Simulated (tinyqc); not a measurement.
# Scale length and length offset from two DIBL values

Inverse problem. DIBL = exp(-Le/(2 l)) + 2 exp(-Le/l) with Le = L - dL. Find l, dL and the drawn length for a DIBL of 100 mV/V.

DIBL at drawn lengths 66 and 100 nm (mV/V): 104.36552  25.123929

Solution. With e = exp(-Le/(2 l)), 2 e^2 + e = DIBL gives e and so Le/l at each length; Le/l is a straight line in L with slope 1/l.

l = 13.0 nm
dL = 3.00 nm
length for 100 mV/V = 67.0 nm

tinyqc, about 0.01 s, one thread, Intel Xeon 2.30GHz (shared host): `OMP_NUM_THREADS=1 python tinyqc.py 2002001 2002002 out.jsonl`
